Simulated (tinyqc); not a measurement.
Van der Pauw, Hall and four-point-probe measurements on a doped layer: two steps of the calculation.

A uniform n-type layer with sheet resistance Rs = 1/(q ns mu), point contacts, low field (mu B small).

Parameters, values chosen for the exercise: Hall factor rH = 1.18; magnetic field B = 0.55 T; current I = 1000 uA; thickness of the layer t = 180 nm.

Constants: q = 1.602176634e-19 C. Results are converted to the units shown.

Question 1. New z. The van der Pauw equation exp(-pi RA z) + exp(-pi RB z) = 1 is solved for z = 1/Rs: e1 = exp(-pi RA z), e2 = exp(-pi RB z), f = e1 + e2 - 1, f' = -pi (RA e1 + RB e2), z(new) = z - f/f'.

z after iteration 2 = 0.087158330 mS
RA = 67.790736 ohm
RB = 11452.547 ohm

Wanted: e1; e2; f; f'; z after iteration 3.

Answer 1.

e1 = 0.98161
e2 = 0.043461
f = 0.025070
f' = -1.7727 kohm
z after iteration 3 = 0.10130 mS

Question 2. Sheet density, mobility and bulk values. Rs = 1/z; Hall sheet density B I/(q |VH|); Hall mobility |VH|/(Rs B I); true values ns = rH times the Hall density, mu = Hall mobility/rH; bulk density ns/t, resistivity Rs t; correction factor F = Rs/[(pi/ln 2)(RA + RB)/2].

converged z = 0.10574366 mS
VH = -368.24904 mV
RA = 67.790736 ohm
RB = 11452.547 ohm

Give: Rs; Hall sheet density; Hall mobility; ns; mu; bulk density; resistivity; F.

Answer 2.

Rs = 9457 ohm/square
Hall sheet density = 9.322e11 cm^-2
Hall mobility = 708.0 cm^2/(V s)
ns = 1.100e12 cm^-2
mu = 600.0 cm^2/(V s)
bulk density = 6.111e16 cm^-3
resistivity = 0.1702 ohm cm
F = 0.3622

Program tinyqc, `OMP_NUM_THREADS=1 python tinyqc.py 2850106 2850107 out.jsonl`; Intel Xeon 2.30GHz, shared host, one thread, about 0.01 s.
